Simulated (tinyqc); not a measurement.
Raising U: Hubbard chain of 6 sites, mean field against exact. Computed by the program tinyqc. Collinear unrestricted mean field (the lowest of 40 random starts) against exact diagonalisation.

one-body matrix (hopping and site energies) (eV):
```
         1        2        3        4        5        6
1   0.0000  -1.4600   0.0000   0.0000   0.0000   0.0000
2  -1.4600   0.0000  -1.4600   0.0000   0.0000   0.0000
3   0.0000  -1.4600   0.0000  -1.4600   0.0000   0.0000
4   0.0000   0.0000  -1.4600   0.0000  -1.4600   0.0000
5   0.0000   0.0000   0.0000  -1.4600   0.0000  -1.4600
6   0.0000   0.0000   0.0000   0.0000  -1.4600   0.0000
```

electrons, up and down: 3  3

Exact and mean-field results (eV):
```
U          U/t   E exact  E mean field  mean |n_up - n_down|  double occupancy, exact  first gap in the sector
0.730    0.500  -9.15890      -9.10736                 0.000                    0.226                    1.157
1.460    1.000  -8.21818      -8.01236                 0.000                    0.203                    1.037
2.920    2.000  -6.63762      -5.90866                 0.404                    0.158                    0.845
4.380    3.000  -5.42546      -4.42545                 0.673                    0.120                    0.698
8.760    6.000  -3.30940      -2.37862                 0.909                    0.052                    0.432
11.680   8.000  -2.58142      -1.80202                 0.948                    0.033                    0.338
17.520  12.000  -1.77448      -1.20988                 0.977                    0.016                    0.233
29.200  20.000  -1.08258      -0.72854                 0.992                    0.006                    0.142
```

Estimate the missing row, U = 5.84.

Computed row:
```
U        U/t   E exact  E mean field  mean |n_up - n_down|  double occupancy, exact  first gap in the sector
5.840  4.000  -4.51515      -3.46377                 0.803                    0.090                    0.586
```

In absolute terms mean field is worst at U/t = 4.0, 1.051 eV too high: at small U it is nearly exact, and at large U it misses only exchange-scale energies. Its local moments set in at U/t = 2.0 of those listed, a broken symmetry that the exact state of a finite cluster with equal spins does not have. Relative to the exact energy its error is 0.6 % at the smallest U, 33 % at most and 33 % at the largest. The double occupancy falls from 0.226 to 0.006; at the largest U the first gap is 0.49 times the exchange scale 4t^2/U.
